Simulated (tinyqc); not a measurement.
Interface traps from C-V curves, high-low and Terman methods: effect of the oxide thickness on the signal.

MOS capacitor on an n-type substrate; psi is the band bending, negative in depletion; only majority carriers are counted. At the bending psi the Fermi level lies y = xi - psi below the conduction edge at the surface, xi = Vt ln(Nc/Nd). Dit(y) = D0 + D1 exp(-y/E1); traps fill up to the Fermi level, follow the bias and a slow signal, and do not follow a fast one. V is the gate voltage from flat band.

Cox = 3.9 eps0/EOT, LD = sqrt(eps0 eps_r Vt/(q Nd)), u = psi/Vt, Cd = (eps0 eps_r/(sqrt(2) LD)) |exp(u) - 1|/sqrt(exp(u) - u - 1). Ideal V0 = psi - sqrt(2) (eps0 eps_r Vt/LD) sqrt(exp(u) - u - 1)/Cox for psi < 0; the traps add dV = (q/Cox) times the integral of Dit from 0 to psi = (q/Cox) [D0 psi + D1 E1 exp(-xi/E1) (exp(psi/E1) - 1)]. 1/C_HF = 1/Cox + 1/Cd, 1/C_LF = 1/Cox + 1/(Cd + q Dit). All at psi = -0.157 V.

Parameters, values chosen for the exercise; band and dielectric values close to those of In0.53Ga0.47As: temperature T = 350 K; relative permittivity eps_r = 13.7; conduction-band density of states at T Nc = 2.61e17 cm^-3; donor density Nd = 2.6e16 cm^-3; trap density far from the band edge D0 = 2.7e12 cm^-2 eV^-1; band-tail density at the conduction edge D1 = 8.3e12 cm^-2 eV^-1; decay energy of the tail E1 = 0.19 eV.

Constants: q = 1.602176634e-19 C, kB = 1.380649e-23 J/K, Vt = kB T/q, eps0 = 8.8541878128e-14 F/cm where lengths are in cm. Results are converted to the units shown.

Result of one run:
```
EOT (nm)	dV (mV)	C_HF (nF/cm^2)	C_LF (nF/cm^2)	(C_LF - C_HF)/Cox (%)
1.4	-67.48	132.7	699.5	22.98
```

What becomes of these results when the equivalent oxide thickness EOT is changed from 1.4 to 14 nm, all else the same?

Result of the changed run:
```
EOT (nm)	dV (mV)	C_HF (nF/cm^2)	C_LF (nF/cm^2)	(C_LF - C_HF)/Cox (%)
14	-674.8	89.42	196.9	43.58
```

The whole series:
```
EOT (nm)	dV (mV)	C_HF (nF/cm^2)	C_LF (nF/cm^2)	(C_LF - C_HF)/Cox (%)
1.4	-67.48	132.7	699.5	22.98
2.5	-120.5	127.3	572.0	32.20
4.4	-212.1	119.0	435.1	40.28
8	-385.6	105.9	299.3	44.82
14	-674.8	89.42	196.9	43.58
26	-1253	68.22	116.9	36.66
46	-2217	48.90	69.71	27.72
```

The stretch-out grows in proportion to the EOT, from -67.5 to -2220 mV, so thin oxides leave Terman's method little to read; the high-low gap goes from 23.0 through a maximum of 44.8 (at EOT = 8 nm among the rows listed) to 27.7 % of Cox.

Range of the model: In a narrow-gap semiconductor minority carriers respond as well once the bending nears the inversion point; they are left out.

tinyqc, about 0.01 s, one thread, Intel Xeon 2.30GHz (shared host): `OMP_NUM_THREADS=1 python tinyqc.py 2030011 2030012 out.jsonl`
